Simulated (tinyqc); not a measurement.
Splitting against the number of planes: valley splitting in a one-orbital chain of atomic planes (second-neighbour model).

Each (001) plane carries one orbital with energy e0, hopping v to the next plane and u to the second: E(phi) = e0 + 2 v cos(phi) + 2 u cos(2 phi), where phi = pi - k a/4 (the sign of every second orbital is chosen so that v > 0, which shifts the phase by pi). The minimum lies at cos(phi0) = -v/(4u), phi0 = pi - (pi/2) k0 for a valley at k0 (2 pi/a), and e0 puts it at zero. A slab of N planes has hard walls: the matrix simply ends.

Constants: hbar^2/2m0 = 3.80998211 eV angstrom^2.

Values chosen for the exercise (out of a larger set: near those of the Delta valleys of silicon; abrupt walls in this chain split the valleys several times more than measured wells; not measured data): a = 5.438 angstrom (lattice constant; planes lie a/4 apart); ml = 0.978 m0 (longitudinal mass); N0 = 44 (first number of planes).

u = 0.573537 eV
v = 0.653877 eV
e0 = 1.333442 eV
phi0 = 1.859823 rad

Ten slabs from N0 on, of thickness (N - 1) a/4 between the outer planes. Effective mass: E1 = (c/ml)(pi/W)^2 with W = (N + 2) a/4: the amplitude vanishes on two missing planes at each end, and the envelope has its nodes N + 2 spacings apart. Large-N estimate of the splitting: 16 pi^2 u |sin(phi0) sin((N + 2) phi0)|/(N + 2)^3.

Doublet (meV):

| N | thickness (angstrom) | mean level | effective mass | splitting | estimate |
|---|---|---|---|---|---|
| 44 | 58.46 | 9.82 | 9.83 | 0.613 | 0.594 |
| 45 | 59.82 | 9.40 | 9.42 | 0.415 | 0.439 |
| 46 | 61.18 | 9.02 | 9.03 | 0.762 | 0.758 |
| 47 | 62.54 | 8.65 | 8.66 | 0.041 | 0.019 |
| 48 | 63.90 | 8.32 | 8.32 | 0.652 | 0.661 |
| 49 | 65.26 | 7.99 | 8.00 | 0.385 | 0.371 |
| 50 | 66.62 | 7.68 | 7.69 | 0.373 | 0.388 |
| 51 | 67.97 | 7.40 | 7.41 | 0.544 | 0.539 |
| 52 | 69.33 | 7.12 | 7.13 | 0.040 | 0.055 |
| 53 | 70.69 | 6.87 | 6.88 | 0.509 | 0.513 |

What can be read from this table?

The mean level falls smoothly, from 9.8 to 6.9 meV, within 0.2 % of the effective-mass value. The splitting swings between 0.040 (N = 52) and 0.762 meV (N = 46): one plane more or less changes the phase between the two walls by phi0 = 1.860 rad. The estimate misses the computed values by at most 0.024 meV.

Program tinyqc; command `OMP_NUM_THREADS=1 python tinyqc.py 1451826 1451827 out.jsonl`; about 0.01 s on one thread of a shared Intel(R) Xeon(R) Processor @ 2.30GHz.
